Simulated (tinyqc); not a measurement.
Tunnelling through a gate dielectric, WKB transmission and Tsu-Esaki current: two steps of the calculation.

Electrons leave the emitter at x = 0. Energies E (motion across the layers) are in eV from the emitter Fermi level; the collector Fermi level lies at -V and offers states at every E. No charge in the dielectric and no image force: F1 = V/t1, U = phi1 - F1 x. With C = hbar^2/(2 m0), kappa = sqrt(m (U - E)/C) where U > E and 0 elsewhere; T(E) = exp(-S), S = 2 times the integral of kappa over x.

Parameters, values chosen for the exercise; dielectric values close to those of hafnium oxide: barrier of layer 1 above the emitter Fermi level at zero bias phi1 = 1.54 eV; tunnelling mass of layer 1 m1 = 0.2 m0; thickness of layer 1 t1 = 4 nm; voltage across the dielectric V = 2.1 V; energy of the electron followed E = 0 eV; cells in each layer nc = 9.

Constants: q = 1.602176634e-19 C, hbar = 1.054571817e-34 J s, m0 = 9.1093837015e-31 kg, hbar^2/(2 m0) = 0.0380998212 eV nm^2. Results are converted to the units shown.

Problem 1. WKB exponent by the midpoint rule. Cut each layer into nc equal cells, take U and kappa at the cell centres, and sum S = 2 sum kappa h.

Wanted: x; U; kappa; S; T(E).

Solution 1.

```
cell  x (nm)   U (eV)  kappa (1/nm)
0     0.2222   1.4233        2.7334
1     0.6667   1.1900        2.4993
2     1.1111   0.9567        2.2410
3     1.5556   0.7233        1.9486
4     2.0000   0.4900        1.6038
5     2.4444   0.2567        1.1607
6     2.8889   0.0233        0.3500
7     3.3333  -0.2100        0.0000
8     3.7778  -0.4433        0.0000
```

S = 11.144
T(E) = 1.4464e-5

Problem 2. WKB exponent in closed form. Each layer adds (2/F) sqrt(m/C) [G(u at its left edge) - G(u at its right edge)] to S, with u = U - E (0 where negative) and G(u) = (2/3) u^1.5. The slope follows from 1/d = -dS/dE.

Wanted: S; T(E); energy d over which T(E) grows by a factor e.

Solution 2.

S = 11.120
T(E) = 1.4810e-5
energy d over which T(E) grows by a factor e = 0.092324 eV

The midpoint rule gives S = 11.144, so its T(E) is 2.3 % below this value. The band edge of layer 1 drops below E inside the layer: the barrier there is triangular (the Fowler-Nordheim case).

Computed by the program tinyqc: `OMP_NUM_THREADS=1 python tinyqc.py 2540038 2540039 out.jsonl`, one thread of a shared Intel Xeon 2.30GHz, about 0.04 s for the whole run.
